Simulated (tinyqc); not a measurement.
The same scatterer in wider strips: conductance of a narrow metal strip with scatterers (square lattice, Green functions).

A strip of W sites across with hard walls, site energy 0 and hopping -t. Mode n = 1 to W has profile chi_n(j) = sqrt(2/(W + 1)) sin(n j pi/(W + 1)) and energy en = -2t cos(n pi/(W + 1)); E = en - 2t cos(kn a). With z_n = exp(i kn a) (Im k > 0 for closed modes, |z| < 1) each lead gives the self-energy -t z_n in mode n. One column carries the site energies v, here a uniform barrier across the strip, as of a grain boundary. In the mode basis V_nm = sum_j chi_n(j) v_j chi_m(j), G = (E - en + 2 t z_n - V)^-1, and t_nm = 2t sqrt(sin(kn a) sin(km a)) G_nm in size for open modes. T = sum |t_nm|^2, conductance (2e^2/h) T.

Constants: e^2/h = 3.874045865e-05 S.

Inputs chosen for the exercise (hopping and spacing of the size met in Cu or Al; the lattice is a model; shifted at random, so the results belong to these values and not to a real crystal): t = 1.04 eV (hopping); a = 2.47 angstrom (spacing); E = -0.6 eV (Fermi energy); v = (1.2, 1.2, 1.2, 1.2, 1.2) eV (site energies in the scattering column).

Width (W + 1) a; the strength is the entry of v largest in size. The barrier spans the width. Added resistance (1/T - 1/M)/(2 e^2/h), M the number of open modes.

Against width:

| W | width (angstrom) | M | T | T/M | added resistance (ohm) |
|---|---|---|---|---|---|
| 3 | 9.9 | 3 | 1.4720 | 0.4907 | 4465.8 |
| 4 | 12.3 | 3 | 2.0957 | 0.6986 | 1856.5 |
| 5 | 14.8 | 4 | 2.6741 | 0.6685 | 1599.8 |
| 6 | 17.3 | 5 | 3.1546 | 0.6309 | 1510.1 |
| 8 | 22.2 | 6 | 4.0565 | 0.6761 | 1030.6 |
| 10 | 27.2 | 8 | 5.0757 | 0.6345 | 929.5 |
| 14 | 37.0 | 11 | 7.0084 | 0.6371 | 668.2 |
| 20 | 51.9 | 15 | 9.8918 | 0.6595 | 444.3 |

The added resistance is 4466 ohm at W = 3 and 444.3 at W = 20; from W = 10 to 20 it changes by a factor 0.48, where 1/M gives 0.53 and 1/M^2 gives 0.28. A barrier across the strip keeps T/M near a constant (0.63 to 0.68 for W of 8 and more), so its resistance goes as 1/width on average, with steps as modes open: resistance times width runs from 22.9 to 25.3 kohm angstrom there.

Run: tinyqc, `OMP_NUM_THREADS=1 python tinyqc.py 1482423 1482424 out.jsonl`; Intel(R) Xeon(R) Processor @ 2.30GHz, one thread, shared host; about 0.01 s of CPU time with all checks.
